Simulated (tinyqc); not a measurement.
Inversion layer as a triangular well, valleys of the Ge type: one step. Subband ladders. Two cases, with inputs chosen for the exercise.

Task: The ten lowest levels of all groups of valleys together, j = 0, 1, ..., c = hbar^2/2m0; primes mark the groups with lighter m_z.

Level j of a valley lies at E_j = a_j (c (e F)^2/m_z)^(1/3) above the band edge at the surface, with the Airy zeros a_j = 2.338107, 4.087949, 5.520560, 6.786708, 7.944134, 9.022651, 10.040174, 11.008524, 11.936016, 12.828777, and has <z> = 2 E_j/(3 e F).

Constants: hbar^2/2m0 = 3.80998211 eV angstrom^2.

Give: Subbands.

Case 1.

Valleys (masses in m0):
```
valleys g  cos^2(theta)       m_z       m_1       m_2       m_d
1              1.000000  1.560000  0.081000  0.081000  0.081000
3              0.111111  0.090537  0.081000  1.395667  0.336228
```

e F = 0.0018436546 eV/angstrom

Result:

Subbands:
```
label  valleys g  m_d (m0)  E (eV)  <z> (angstrom)
0              1    0.0810  0.0473           17.12
1              1    0.0810  0.0828           29.93
2              1    0.0810  0.1118           40.42
0'             3    0.3362  0.1223           44.22
3              1    0.0810  0.1374           49.69
4              1    0.0810  0.1609           58.16
5              1    0.0810  0.1827           66.06
6              1    0.0810  0.2033           73.51
1'             3    0.3362  0.2138           77.31
7              1    0.0810  0.2229           80.60
```

The second subband is 1, 35.4 meV above the first.

Case 2.

Valleys (masses in m0):
```
valleys g  cos^2(theta)       m_z       m_1       m_2       m_d
4              0.333333  0.118441  0.081000  1.072333  0.294719
```

e F = 0.0040180176 eV/angstrom

Result:

Subbands:
```
label  valleys g  m_d (m0)  E (eV)  <z> (angstrom)
0              4    0.2947  0.1879           31.18
1              4    0.2947  0.3286           54.52
2              4    0.2947  0.4437           73.63
3              4    0.2947  0.5455           90.51
4              4    0.2947  0.6386          105.95
5              4    0.2947  0.7252          120.33
6              4    0.2947  0.8070          133.90
7              4    0.2947  0.8849          146.82
8              4    0.2947  0.9594          159.19
9              4    0.2947  1.0312          171.09
```

The second subband is 1, 140.7 meV above the first. Levels above about 0.5 eV lie beyond parabolic valleys.

Computed by tinyqc, one run a case: `OMP_NUM_THREADS=1 python tinyqc.py N N+1 out.jsonl` with N = 1280744, 1281068; one thread of a shared Intel(R) Xeon(R) Processor @ 2.30GHz, about 0.04 s a run at most.
